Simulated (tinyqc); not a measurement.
# Gap voltage and exponent from three temperatures

Inverse problem. At constant current VBE(T) = Vg0 - a T - eta (kB T/q) ln T, where a is a constant. Find Vg0, eta and dVBE/dT at the middle temperature.

Constants: q = 1.602176634e-19 C, kB = 1.380649e-23 J/K. Results are converted to the units shown.

T (K): 300  360  390
VBE at a constant current (V): 0.6727099634  0.5463309316  0.4817079898

Answer. The relation is linear in Vg0, a and eta, so three points give a linear system; the slope is (VBE - Vg0 - eta kB T/q)/T. eta rests on the curvature of VBE(T) alone, so real fits need accuracy of some tens of microvolts or better.

Vg0 = 1.183 V
eta = 4.300
dVBE/dT = -2.139 mV/K

Numbers from tinyqc (`OMP_NUM_THREADS=1 python tinyqc.py 2062012 2062013 out.jsonl`; about 0.02 s on one thread of a shared Intel Xeon 2.30GHz).
